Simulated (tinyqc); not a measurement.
Worked calculation: bound state in one dimension: Numerov shooting, finite differences, DVR. Computed by tinyqc, a small Python program that keeps every step. Settings: points = 96. Command: `OMP_NUM_THREADS=1 python tinyqc.py 29197 29198 out.jsonl` (the two numbers bound the seeds that draw the settings). One thread of a shared host (Intel(R) Xeon(R) Processor @ 2.60GHz), about 0.01 s of CPU time with the checks.

## Numerov steps at E = 0.1

One particle of mass 1 in V = 1.06^2 x^2/2 + 0.27 x^4 (atomic units), psi = 0 at both ends:
```
parameter                 value
left end              -4.500000
right end              4.500000
intervals                    96
h                      0.093750
state sought (nodes)          1
```

k_i = 2 m (E - V_i); (1 + h^2 k_(i+1)/12) y_(i+1) = 2 (1 - 5 h^2 k_i/12) y_i - (1 + h^2 k_(i-1)/12) y_(i-1), from y_0 = 0, y_1 = 0.001.

Points along the way:
```
i         x         V          k         y
0   -4.5000  122.0933  -243.9866    0.0000
1   -4.4062  112.6822  -225.1644    0.0010
2   -4.3125  103.8338  -207.4676    0.0043
3   -4.2188   95.5250  -190.8500    0.0166
4   -4.1250   87.7329  -175.2658    0.0607
5   -4.0312   80.4352  -160.6705    0.2095
32  -1.5000    2.6309    -5.0618  1.12e+07
33  -1.4062    2.1669    -4.1337  1.42e+07
34  -1.3125    1.7690    -3.3381  1.78e+07
35  -1.2188    1.4302    -2.6603  2.20e+07
36  -1.1250    1.1435    -2.0870  2.66e+07
37  -1.0312    0.9028    -1.6057  3.17e+07
```

## Bisection on the node count

With more sign changes than the state has nodes (the last point included) the energy is too high, else too low; the bracket starts as 0.1 to 12.

Trials:
```
trial         E  sign changes  y at the right end   next
1      6.050000             4            4.84e+13  lower
2      3.075000             2            4.54e+15  lower
3      1.587500             1           -4.44e+16  raise
4      2.331250             2            5.91e+15  lower
5      1.959375             1           -7.80e+15  raise
6      2.145313             2            1.29e+15  lower
7      2.052344             1           -2.60e+15  raise
8      2.098828             1           -5.08e+14  raise
9      2.122070             2            4.25e+14  lower
10     2.110449             1           -3.25e+13  raise
11     2.116260             2            1.99e+14  lower
12     2.113354             2            8.36e+13  lower
13     2.111902             2            2.57e+13  lower
14     2.111176             1           -3.35e+12  raise
...         ...           ...                 ...    ...
29     2.111259             1           -1.60e+08  raise
30     2.111259             2            2.83e+08  lower
31     2.111259             2            6.15e+07  lower
```

eigenvalue = 2.111259 hartree

## The same grid by other methods

Three-point finite differences and the sine-DVR kinetic matrix of Colbert and Miller on the same points.

Lowest levels (hartree):
```
state  finite differences     DVR
0                  0.6487  0.6492
1                  2.1077  2.1113
2                  3.8314  3.8426
3                  5.7384  5.7636
```
